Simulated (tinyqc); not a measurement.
Wider gaps screen less: band offset of a heterojunction with an interface dipole (two-band chains, self-consistent charge).

Sites alternate A, C. Left: A at -G1/2, C at +G1/2, hopping -t1; right: A at D - G2/2, C at D + G2/2, hopping -t2; the bonds across the two interfaces of a ring (C left to A right, C right to A left) have -sqrt(t1 t2). D is the offset of the mid-gaps, so Ev(right) - Ev(left) = D - (G2 - G1)/2 and Ec(right) - Ec(left) = D + (G2 - G1)/2. The closing bond has its sign reversed (antiperiodic ring). Half the levels are filled with two electrons each. The charge moved is q = (electrons on the left) less one a site; the mean over the two interfaces, q/2, is taken as the charge that crosses each, and its dipole opposes the offset: D = D0 - u q/2.

From here on the ring has 24 cells a side.

Inputs chosen for the exercise (gaps near those of InGaAs and InP; the chains and D0 are free models, so the offsets are not those of the real pair; the results hold for these values, not for the real material):
- G1 = 0.78 eV (gap on the left)
- t1 = 2.8 eV (hopping on the left)
- t2 = 2.32 eV (hopping on the right)
- u = 7.5 eV (potential step per electron moved across)

G2 is varied. chi = (q(+0.01) - q(-0.01))/0.02 at D = 0, S = 1/(1 + u chi/2).

Against G2:
```
G2 (eV)  chi (1/eV)       S
0.7         0.71239  0.2724
1.1         0.56574  0.3204
1.5         0.47189  0.3611
2.3         0.35425  0.4295
3.4         0.25967  0.5066
5.5         0.16100  0.6235
7.0         0.11963  0.6903
9.0         0.08328  0.7620
```

What can be read from this table?

chi falls from 0.7124 to 0.0833 1/eV, a factor 8.6, and S rises from 0.272 to 0.762: charge crosses through the tails of states that tunnel into the other gap, and these shorten as the gap widens. u is kept fixed, though a wider gap also screens less and would raise it.

Program tinyqc; command `OMP_NUM_THREADS=1 python tinyqc.py 1481820 1481821 out.jsonl`; about 0.4 s on one thread of a shared Intel(R) Xeon(R) Processor @ 2.30GHz.
